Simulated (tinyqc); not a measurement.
Heavy doping: gap narrowing, degeneracy and the minority density: sweeps and comparisons. A value that a table varies takes the place of the one given here.

F_j(eta) = (1/Gamma(j + 1)) integral_0^infinity x^j dx/(1 + exp(x - eta)), which tends to exp(eta) for eta << 0.

Empirical narrowing (Slotboom form, constants chosen for the exercise; published fits of this form give the apparent narrowing, here it is taken as the true one): dEg = E0 [ln(N/N0) + sqrt(ln(N/N0)^2 + C)].

Majority: N = Nc F_1/2(eta), eta the distance of EF beyond the majority band edge in kT. Degeneracy factor gam = F_1/2(eta)/exp(eta). ni0^2 = Nc Nv exp(-Eg/kT); product n p = ni0^2 gam exp(dEg/kT), dEg the true narrowing; apparent narrowing dEa = dEg + kT ln gam; minority density = n p/N.

Bipolar transistor with N as emitter doping: beta = K (N/NB) exp((dEa_B + dG - dEa_E)/kT), dEa_E = dEg(N) + kT ln gam, dEa_B = dEg(NB). For the sweep in T, Nc is scaled as (T/T0)^(3/2) from its value at T0 = T.

Constants: kB = 8.617333262e-05 eV/K.

Parameters, chosen for this exercise (gap and densities of states near those of Si at this temperature; narrowing constants near the fits for Si; not measured data):

| symbol | value | unit | meaning |
|---|---|---|---|
| Eg | 1.09 | eV | gap |
| Nc | 5.16e+19 | 1/cm^3 | conduction-band density of states |
| Nv | 2.04e+19 | 1/cm^3 | valence-band density of states |
| T | 450 | K |  |
| E0 | 7.21 | meV | narrowing scale |
| N0 | 1.2e+17 | 1/cm^3 | onset density |
| C | 0.5 |  | smoothing constant |
| N | 8.8e+18 | 1/cm^3 | ionised donors, equal to the majority density |
| NB | 6e+17 | 1/cm^3 | base doping |
| K | 3.2 |  | ratio (D_B W_E)/(D_E W_B) |
| dG | 120 | meV | extra narrowing of the base by alloying |

## Narrowing against degeneracy

N takes the values listed; the last column is N over the factor gam exp(dEg/kT), the doping that a simple model would need to give the same minority density.

Results:

| N (1/cm^3) | eta | gam | dEg (meV) | dEa (meV) | minority (1/cm^3) | effective doping (1/cm^3) |
|---|---|---|---|---|---|---|
| 2.0e+17 | -5.55 | 0.999 | 10.0 | 9.9 | 4.22e+09 | 1.55e+17 |
| 5.0e+17 | -4.63 | 0.997 | 21.8 | 21.6 | 2.28e+09 | 2.86e+17 |
| 2.0e+18 | -3.24 | 0.986 | 41.2 | 40.7 | 9.32e+08 | 7.01e+17 |
| 5.0e+18 | -2.30 | 0.966 | 54.3 | 52.9 | 5.11e+08 | 1.28e+18 |
| 2.0e+19 | -0.81 | 0.873 | 74.1 | 68.8 | 1.93e+08 | 3.39e+18 |
| 5.0e+19 | 0.31 | 0.713 | 87.3 | 74.2 | 8.84e+07 | 7.38e+18 |
| 2.0e+20 | 2.66 | 0.272 | 107.2 | 56.7 | 1.41e+07 | 4.64e+19 |
| 4.0e+20 | 4.55 | 0.0822 | 117.2 | 20.3 | 2.75e+06 | 2.37e+20 |
| 1.0e+21 | 8.63 | 0.00347 | 130.4 | -89.2 | 6.55e+04 | 9.97e+21 |

dEg grows steadily to 130.4 meV, while the apparent value peaks at 74.2 meV for N = 5e+19 and falls to -89.2 meV as the Fermi level enters the band (a negative value is not met in measurements: parabolic bands with a fixed mass overstate the filling). N grows by a factor 25 from the third to the sixth row and the effective doping by 10.5.

## Current gain against temperature

Gain:

| T (K) | beta | beta with dG = 0 | without narrowing |
|---|---|---|---|
| 150 | 3.62e+04 | 3.36 | 46.9 |
| 200 | 6.66e+03 | 6.31 | 46.9 |
| 250 | 2.43e+03 | 9.27 | 46.9 |
| 300 | 1.25e+03 | 12.0 | 46.9 |
| 350 | 775 | 14.5 | 46.9 |
| 400 | 543 | 16.7 | 46.9 |
| 450 | 412 | 18.7 | 46.9 |

dEa_B + dG - dEa_E at T0 = 84.3 meV

beta is 3.62e+04 at 150 K and 412 at 450 K, since the net exponent is positive: the gap is narrower in the base. At 300 K narrowing and degeneracy change the gain by a factor 0.256 and alloying the base by 104.

## What moves the minority density and the gain

All results formed anew. Each row changes one parameter from the base and keeps the others.

Results:

| case | dEg (meV) | dEa (meV) | minority (1/cm^3) | beta |
|---|---|---|---|---|
| base | 62.35 | 60.02 | 3.49e+08 | 412 |
| N = 1.76e+19 1/cm^3 | 72.29 | 67.63 | 2.12e+08 | 677 |
| E0 = 8.652 meV | 74.82 | 72.49 | 4.81e+08 | 339 |
| N0 = 2.4e+17 1/cm^3 | 52.43 | 50.10 | 2.70e+08 | 419 |
| Eg = 1.11 eV | 62.35 | 60.02 | 2.08e+08 | 412 |
| Nc = 6.71e+19 1/cm^3 | 62.35 | 60.56 | 4.60e+08 | 407 |
| NB = 1.2e+18 1/cm^3 | 62.35 | 60.02 | 3.49e+08 | 265 |

The largest shifts from the base row, up to three for each result and ties (the steps differ in size, so this ranks the rows, not the parameters). dEg (meV): E0 +12.47, N +9.94, N0 -9.92; unchanged at the printed digits by Eg, Nc and NB. dEa (meV): E0 +12.47, N0 -9.92, N +7.62; unchanged at the printed digits by Eg and NB. minority (1/cm^3): Eg -1.41e+08, N -1.37e+08, E0 +1.32e+08; unchanged at the printed digits by NB. beta: N +265, NB -148, E0 -73.5; unchanged at the printed digits by Eg.

Program tinyqc; command `OMP_NUM_THREADS=1 python tinyqc.py 1652537 1652538 out.jsonl`; about 0.01 s on one thread of a shared Intel(R) Xeon(R) Processor @ 2.30GHz.
